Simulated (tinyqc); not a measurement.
Biaxially strained (001) channel, valley splitting in an inversion layer: two steps of the calculation.

A thin layer grown on a relaxed buffer is stretched in the plane. The two valleys with their long axis along the growth direction (D2) sink against the four in-plane ones (D4); confinement in a triangular well splits them too. Only the lowest subband of each set is kept; one relaxation time, so the weakening of intervalley scattering is left out.

Parameters, values chosen for the exercise; values close to those of silicon on relaxed silicon-germanium: temperature T = 325 K; germanium share of the relaxed buffer x = 0.3; lattice mismatch per unit x b1 = 0.0418; elastic constant c11 = 168 GPa; elastic constant c12 = 62.6 GPa; shear deformation potential Xu = 8.79 eV; longitudinal mass ml = 0.931 m0; transverse mass mt = 0.185 m0; confining field F = 0.52 MV/cm; inversion density Ns = 1.2e13 cm^-2.

Constants: q = 1.602176634e-19 C, kB = 1.380649e-23 J/K, hbar = 1.054571817e-34 J s, m0 = 9.1093837015e-31 kg, Vt = kB T/q, hbar^2/(2 m0) = 0.0380998212 eV nm^2. Results are converted to the units shown.

Task 1. Subband edges and densities of states. Levels E(m) = 2.33811 (hbar^2 q^2 F^2/(2 m))^(1/3): E2 = E(ml), E4 = E(mt) + D; N2 = 2 mt kB T/(pi hbar^2), N4 = 4 sqrt(mt ml) kB T/(pi hbar^2).

D = 192.37166 meV

Give: E2; E4; N2; N4.

Result 1.

E2 = 0.11225 eV
E4 = 0.38473 eV
N2 = 4.3287e12 cm^-2
N4 = 1.9421e13 cm^-2

Of the gap E4 - E2 = 272 meV, confinement gives 80.1 meV.

Task 2. Share of the light valleys and conductivity mass. EF solves Ns = N2 ln(1 + exp((EF - E2)/Vt)) + N4 ln(1 + exp((EF - E4)/Vt)); f2 is the share in D2, and 1/mc = f2/mt + (1 - f2)(1/mt + 1/ml)/2.

EF = 0.18796352 eV
E2 = 0.11225135 eV
N2 = 4.3286769e12 cm^-2

Wanted: f2; mc.

Result 2.

f2 = 0.9986
mc = 0.1851 m0

Program tinyqc, `OMP_NUM_THREADS=1 python tinyqc.py 2530099 2530100 out.jsonl`; Intel Xeon 2.30GHz, shared host, one thread, about 0.01 s.
